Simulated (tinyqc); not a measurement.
# p-n heterojunction, non-linear Poisson equation by Newton steps, Fermi-Dirac statistics: effects of single changes

One dimension, material 1 (p-type) at x < 0 and material 2 (n-type) at x > 0. Band edges: Ec = -psi in material 1 and -psi + dEc in material 2, Ev = Ec - Eg. Flat quasi-Fermi levels: 0 for holes, +V for electrons. n = Nc F((EFn - Ec)/Vt), p = Nv F((Ev - EFp)/Vt), with F(eta) = F_1/2(eta) = (2/sqrt(pi)) int_0^infinity sqrt(u) du/(1 + exp(u - eta)) (Fermi-Dirac statistics); full ionisation, no interface charge, classical densities; the doping types are chosen for the exercise.

Inputs (values chosen for the exercise); band and dielectric values close to those of InGaP and GaAs:

| symbol | value | unit | meaning |
|---|---|---|---|
| T | 400 | K | temperature |
| Eg1 | 1.89 | eV | band gap of material 1 |
| er1 | 11.9 |  | relative permittivity of material 1 |
| Nc1 | 1.4e18 | cm^-3 | conduction-band density of states of material 1 |
| Nv1 | 2.34e19 | cm^-3 | valence-band density of states of material 1 |
| Eg2 | 1.4 | eV | band gap of material 2 |
| er2 | 12.7 |  | relative permittivity of material 2 |
| Nc2 | 6.87e17 | cm^-3 | conduction-band density of states of material 2 |
| Nv2 | 1.37e19 | cm^-3 | valence-band density of states of material 2 |
| dEc | -0.12 | eV | conduction-band offset Ec2 - Ec1 |
| N1 | 3e18 | cm^-3 | acceptor density of material 1 |
| N2 | 4.9e16 | cm^-3 | donor density of material 2 |
| V | -1.8 | V | bias of side 1 against side 2 |

Constants: q = 1.602176634e-19 C, kB = 1.380649e-23 J/K, Vt = kB T/q, eps0 = 8.8541878128e-14 F/cm where lengths are in cm. Results are converted to the units shown.

Each table varies one quantity; the others keep the values above.

## Effect of the donor density of material 2

Exact first integral: on each side D^2/(2 eps0 er) = G, G = q [Vt (nI_j - nI_b) + Vt (pI_j - pI_b) - C (psi_j - psi_b)], with C = -N1 or +N2, b the neutral end of that side, and nI, pI the densities with F_1/2 replaced by F_3/2(eta) = (4/(3 sqrt(pi))) int_0^infinity u^(3/2) du/(1 + exp(u - eta)). D is continuous, so er1 G1(psi_j) = er2 G2(psi_j) fixes psi_j. Ends from Nv1 F((-psi_L - Eg1)/Vt) = N1 and Nc2 F((V + psi_R - dEc)/Vt) = N2. D is counted positive when psi rises towards material 2. Depletion (Anderson) capacitance C^2 = q eps0 er1 er2 N1 N2/(2 (er1 N1 + er2 N2)(psi_R - psi_L)). -dD/dV is the change of the displacement at the interface with both quasi-Fermi levels flat; it is the terminal capacitance only while neither side holds an inversion layer. n_j and p_j are densities at the interface.

Effect of the donor density of material 2:
```
N2 (cm^-3)	psi_R - psi_L (V)	psi_j - psi_L (V)	psi_R - psi_j (V)	D/q (cm^-2)	n_j in 1 (cm^-3)	p_j in 2 (cm^-3)	-dD/dV (nF/cm^2)	depletion C (nF/cm^2)
2.4e15	3.306	0.2803	3.026	3.109e12	1.142e-24	1.638e19	0.1271	8.083
5.8e15	3.336	0.2808	3.055	3.113e12	1.160e-24	1.620e19	0.3096	12.50
1.4e16	3.367	0.2821	3.085	3.121e12	1.206e-24	1.576e19	0.7628	19.31
3.2e16	3.396	0.2852	3.110	3.141e12	1.319e-24	1.477e19	1.828	28.97
7.5e16	3.426	0.2934	3.132	3.192e12	1.672e-24	1.237e19	4.867	43.83
1.8e17	3.458	0.3205	3.137	3.355e12	3.675e-24	6.527e18	17.82	66.39
4.2e17	3.491	0.4803	3.011	4.191e12	3.788e-22	7.472e16	95.83	97.10
9.8e17	3.530	0.9276	2.602	5.934e12	1.635e-16	1.734e11	137.7	136.2
```

Read the table: what changes, and by how much?

As N2 goes from 2.4e15 to 9.8e17, the total bending rises from 3.31 to 3.53 V and the sheet charge D/q rises from 3.11e12 to 5.93e12 cm^-2; the share of the bending in material 1 goes from 8.48 through a minimum of 8.38 (at N2 = 1.4e16 among the rows listed) to 26.3 %. The capacitance departs most from the depletion formula at N2 = 2.4e15, where it is 98 % below it, and there the holes at the interface in material 2 outnumber its donors: an inversion layer has formed, which screens D from the bias. For N2 = 2.4e15, 5.8e15, 1.4e16, 3.2e16 the carriers at the interface are degenerate and confined to a layer thin enough for quantisation, which is left out.

## Effect of the acceptor density of material 1

Same model as above.

Effect of the acceptor density of material 1:
```
N1 (cm^-3)	psi_R - psi_L (V)	psi_j - psi_L (V)	psi_R - psi_j (V)	D/q (cm^-2)	n_j in 1 (cm^-3)	p_j in 2 (cm^-3)	-dD/dV (nF/cm^2)	depletion C (nF/cm^2)
1.5e17	3.306	0.8711	2.435	1.285e12	6.642e-16	4.270e10	31.80	31.46
3.4e17	3.334	0.4708	2.863	1.397e12	2.637e-21	1.075e16	33.22	33.87
7.7e17	3.363	0.3227	3.040	1.708e12	1.578e-23	1.720e18	9.346	35.06
1.8e18	3.392	0.2958	3.097	2.485e12	3.042e-24	7.662e18	3.979	35.56
4e18	3.421	0.2849	3.136	3.622e12	9.646e-25	1.843e19	2.565	35.69
9.1e18	3.452	0.2755	3.177	5.345e12	2.991e-25	3.738e19	1.912	35.66
2.1e19	3.487	0.2646	3.222	7.879e12	7.921e-26	6.833e19	1.562	35.53
4.7e19	3.528	0.2533	3.274	1.131e13	1.749e-26	1.136e20	1.359	35.35
```

What does the table show?

As N1 goes from 1.5e17 to 4.7e19, the total bending rises from 3.31 to 3.53 V and the sheet charge D/q rises from 1.28e12 to 1.13e13 cm^-2; the share of the bending in material 1 falls from 26.4 to 7.18 %. The capacitance departs most from the depletion formula at N1 = 4.7e19, where it is 96 % below it, and there the holes at the interface in material 2 outnumber its donors: an inversion layer has formed, which screens D from the bias. For N1 = 4e18, 9.1e18, 2.1e19, 4.7e19 the carriers at the interface are degenerate and confined to a layer thin enough for quantisation, which is left out.

Numbers from tinyqc (`OMP_NUM_THREADS=1 python tinyqc.py 2040123 2040124 out.jsonl`; about 0.3 s on one thread of a shared Intel Xeon 2.30GHz).
